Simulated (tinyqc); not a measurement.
Mirror strength against the number of periods: longitudinal sound in a periodic multilayer: transfer matrices, stop bands and folded phonons. Computed by tinyqc, a small Python program. Command: `OMP_NUM_THREADS=1 python tinyqc.py 3008345 3008346 out.jsonl multilayer walk`. One thread of a shared host (Intel(R) Xeon(R) Processor @ 2.30GHz), about 0.01 s of CPU time with the checks.

Layers 1 and 2 repeat with period d = d_1 + d_2; waves travel normal to the layers, without loss. State vector (u, s): displacement u and stress divided by omega. Impedances Z = rho v are in 1e6 kg/(m^2 s).

Inputs (values chosen for the exercise, modelled on silica (layer 1), titanium nitride (layer 2) and gallium arsenide (substrate)): density rho_1 = 2.21 g/cm^3; velocity v_1 = 6020 m/s; thickness d_1 = 18.6 nm; density rho_2 = 5.33 g/cm^3; velocity v_2 = 10200 m/s; thickness d_2 = 32.1 nm; substrate density = 5.3 g/cm^3; substrate velocity = 4660 m/s; frequency f = 68.3 GHz.

Method:
- Z = rho v; interface reflection r = (Z_2 - Z_1)/(Z_2 + Z_1) (stress amplitude, from 1 into 2); Bragg frequency f_B = 1/[2 (d_1/v_1 + d_2/v_2)]; long-wave velocity v_eff = d/sqrt[(d_1/v_1)^2 + (d_2/v_2)^2 + (Z_1/Z_2 + Z_2/Z_1)(d_1/v_1)(d_2/v_2)].
- A layer maps (u, s) by [[cos p, sin p/Z], [-Z sin p, cos p]], p = 2 pi f d_i/v_i; one period is M = M_2 M_1, and cos(q d) = trace(M)/2.
- For N periods A = M^N. A wave comes from a thick layer of material 1 and leaves into the substrate (Z_s): transmitted power T = 4 Z_1 Z_s/|Z_1 A_22 + Z_s A_11 - i (Z_1 Z_s A_12 - A_21)|^2, reflected power R = 1 - T.

Bragg frequency f_B = 80.1698 GHz

Z_2 = 54.366

Z_1 = 13.3042

Z of the substrate = 24.698

trace(M)/2 = -1.99721

Transmitted power:
```
N     T at f_B  T at f_B (dB)      T at f
1      0.36020        -4.4345     0.37086
2     0.026290        -15.802    0.031871
3    0.0015946        -27.974   0.0023254
4   9.5588e-05        -40.196  1.6765e-04
6   3.4299e-07        -64.647  8.6986e-07
8   1.2307e-09        -89.098  4.5129e-09
12  1.5845e-14        -138.00  1.2147e-13
16  2.0399e-19        -186.90  3.2695e-18
24  3.3813e-29        -284.71  2.3687e-27
```

At f_B each further period removes 12.23 dB at large N, which is 20 log10 of the impedance ratio, 12.23 dB, as for a quarter-wave stack; 99 % reflection needs N = 3 among these rows. At f, in a stop band, T decays as well. Values below about 1e-6 belong to the ideal stack: roughness and scattering into other modes, left out here, set a floor in a real one.
